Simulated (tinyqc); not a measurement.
Worked calculation: equilibrium and kinetic segregation of a solute to boundaries and growing surfaces. Computed by tinyqc, a small Python program that keeps every step. Command: `OMP_NUM_THREADS=1 python tinyqc.py 3004138 3004139 out.jsonl segreg walk`. One thread of a shared host (Intel(R) Xeon(R) Processor @ 2.30GHz), about 0.01 s of CPU time with the checks. Intermediate numbers are printed to about 6 digits and carried at full precision; extremes and crossings named in words are read from the listed rows.

Inputs (values chosen for the exercise, modelled on arsenic in polycrystalline silicon):
```
quantity                               value          unit
segregation energy Q                   0.417            eV
interaction z w (positive attracts)      0.1            eV
total solute fraction x0             0.00058             -
temperature T                           1050             K
grain size d                             110            nm
boundary thickness delta                0.46            nm
atomic volume Omega                    20.02    angstrom^3
clean boundary energy gamma_0           0.63         J/m^2
bulk diffusivity D                   2.4e-19         m^2/s
anneal time t                            6.8             s
exchange barrier E_b                    1.42            eV
surface segregation energy E_s          0.29            eV
growth temperature T_g                   770             K
growth rate                             0.22  monolayers/s
mixing                                   0.5             -
```

Isotherm: Fowler-Guggenheim.

Constants: k_B = 8.617333262e-05 eV/K; 1 eV/angstrom^2 = 16.02176634 J/m^2.

## Coverage for very large grains, by iteration

With theta the solute fraction on boundary sites and x that in the grains, theta/(1 - theta) = [x/(1 - x)] exp[(Q + z w theta)/(k_B T)]. The coverage theta_inf is that for x = x0. Start at theta = 0; theta(new) = theta + mixing (theta(out) - theta); stop below 1e-10, 80 steps at most.

Iteration:
```
step   theta in  theta out     out - in
1     0.0000000  0.0550312  5.50312e-02
2     0.0275156  0.0566342  2.91186e-02
3     0.0420749  0.0575001  1.54251e-02
4     0.0497875  0.0579637  8.17626e-03
5     0.0538756  0.0582109  4.33533e-03
6     0.0560433  0.0583424  2.29914e-03
...         ...        ...          ...
28    0.0584912  0.0584912  2.01054e-09
29    0.0584912  0.0584912  1.06645e-09
30    0.0584912  0.0584912  5.65681e-10
31    0.0584912  0.0584912  3.00055e-10
32    0.0584912  0.0584912  1.59159e-10
33    0.0584912  0.0584912  8.44228e-11
```

coverage theta_inf = 0.0584912

last residual = 8.44228e-11

Converged; without interaction theta would be 0.0550.

## Depletion of small grains

Finite grains: boundary sites are the fraction f = 3 delta/d, and x0 = (1 - f) x + f theta; solve both equations for theta; share at boundaries = f theta/x0.

site fraction f = 0.0125455

coverage theta = 0.0259395

fraction x left in the grains = 2.57811e-04

share of solute at boundaries = 56.1074 %

enrichment theta/x = 100.614

56 % of the solute sits at boundaries; for a dopant that share is electrically lost. The supply limits the coverage, which stays well below theta_inf.

## Boundary energy

Gibbs adsorption for this isotherm in a dilute matrix: gamma = gamma_0 + Gam_0 [k_B T ln(1 - theta) + z w theta^2/2], Gam_0 = delta/Omega sites per area.

Gam_0 = 22.9770 1/nm^2

boundary energy gamma = 0.621370 J/m^2

Segregation lowers gamma by 1.4 %, and the driving force of grain growth with it.

## How fast the boundary fills

McLean kinetics from a uniform start, fed from both sides, with a constant enrichment beta = theta_inf/x0: (theta - x0)/(theta_inf - x0) = 1 - exp(s^2) erfc(s), s = 2 sqrt(D t)/(beta delta); half filling at s = 0.7691, t = (0.7691 beta delta/2)^2/D. D is an input and does not follow T.

s = 0.0550769

degree of filling = 0.0592354

time to half filling = 1325.98 s

diffusion length sqrt(D t) = 1.27750 nm

Caution: half of theta_inf exceeds the equilibrium coverage of grains of this size, so half filling is never reached in them.

## Segregation at a growing surface

Two-state exchange during growth, dilute: jump up r_u = nu exp(-E_b/(k_B T_g)), jump back r_d = r_u exp(-E_s/(k_B T_g)), nu = 1e13 1/s. In the time 1/R of one monolayer the share carried up is p = [r_u/(r_u + r_d)] [1 - exp(-(r_u + r_d)/R)]; the tail decays as p^n, length -1/ln p monolayers; the equilibrium limit has p = r_u/(r_u + r_d).

r_u = 5080.00 1/s

r_d = 64.2341 1/s

share carried up p = 0.987513

decay length = 79.5847 monolayers

Exchange is fast against growth: the equilibrium regime, where heating shortens the tail.

## Tail length against growth temperature

The formulas are those given above.

Exchange model:
```
T_g (K)        r_u/R         p  length (monolayers)  equilibrium limit
451      6.15942e-03  0.006140          1.96354e-01            1740.93
482      6.45800e-02  0.062537          3.60751e-01            1077.54
508      3.71542e-01  0.310258          8.54446e-01             753.92
534      1.80269e+00  0.834160          5.51479e+00             546.21
555      5.79442e+00  0.994683          1.87563e+02             430.43
576      1.71050e+01  0.997107          3.45154e+02             345.16
608      7.70979e+01  0.996069          2.53920e+02             253.92
655      5.39071e+02  0.994164          1.70853e+02             170.85
734      8.08347e+03  0.989898          9.84917e+01              98.49
```

The length peaks among these rows at 576 K with 345 monolayers. Below, exchange freezes (r_u/R = 0.0062 in the first row); above, the length follows the equilibrium limit, about exp(E_s/(k_B T)), down to 98.5.

## Coverage against grain size

The formulas are those given above.

At T:
```
d (nm)      theta  x in the grains  share at boundaries (%)
15      0.0057402      5.71652e-05                  91.0507
30      0.0104512      1.04029e-04                  82.8890
60      0.0177274      1.76326e-04                  70.2983
120     0.0272000      2.70309e-04                  53.9310
250     0.0376757      3.74095e-04                  35.8569
500     0.0458275      4.54771e-04                  21.8075
1000    0.0513896      5.09786e-04                  12.2272
5000    0.0569179      5.64446e-04                   2.7085
```

From the largest grains to the smallest the share at boundaries rises from 2.7 to 91 %, and x/x0 falls to 0.099. In the dilute limit x/x0 = 1/(1 - f + f exp(Q/(k_B T))), which gives 0.099 at 15 nm.

Checks made by the program: mass balance (relative difference below 1e-10).
